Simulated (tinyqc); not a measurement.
Tight binding, dimerised chain, step by step. One step of it, computed by the program tinyqc.

Problem. Open chain of 5 cells. The same hoppings without the wrap-around bond.

H of the open chain (eV):
```
            1          2          3          4          5          6          7          8
1    0.000000  -2.180000   0.000000   0.000000   0.000000   0.000000   0.000000   0.000000
2   -2.180000   0.000000  -1.730000   0.000000   0.000000   0.000000   0.000000   0.000000
3    0.000000  -1.730000   0.000000  -2.180000   0.000000   0.000000   0.000000   0.000000
4    0.000000   0.000000  -2.180000   0.000000  -1.730000   0.000000   0.000000   0.000000
5    0.000000   0.000000   0.000000  -1.730000   0.000000  -2.180000   0.000000   0.000000
6    0.000000   0.000000   0.000000   0.000000  -2.180000   0.000000  -1.730000   0.000000
7    0.000000   0.000000   0.000000   0.000000   0.000000  -1.730000   0.000000  -2.180000
8    0.000000   0.000000   0.000000   0.000000   0.000000   0.000000  -2.180000   0.000000
9    0.000000   0.000000   0.000000   0.000000   0.000000   0.000000   0.000000  -1.730000
10   0.000000   0.000000   0.000000   0.000000   0.000000   0.000000   0.000000   0.000000

            9         10
1    0.000000   0.000000
2    0.000000   0.000000
3    0.000000   0.000000
4    0.000000   0.000000
5    0.000000   0.000000
6    0.000000   0.000000
7    0.000000   0.000000
8   -1.730000   0.000000
9    0.000000  -2.180000
10  -2.180000   0.000000
```

Give: levels; weights of the highest filled level on the sites.

Solution.

levels (eV): -3.757  -3.312  -2.617  -1.747  -0.865  0.865  1.747  2.617  3.312  3.757

weights of the highest filled level on the sites: 0.133  0.021  0.150  0.072  0.125  0.125  0.072  0.150  0.021  0.133

The bulk gap runs from -0.4500 to 0.4500 eV; no level of this chain lies inside it.
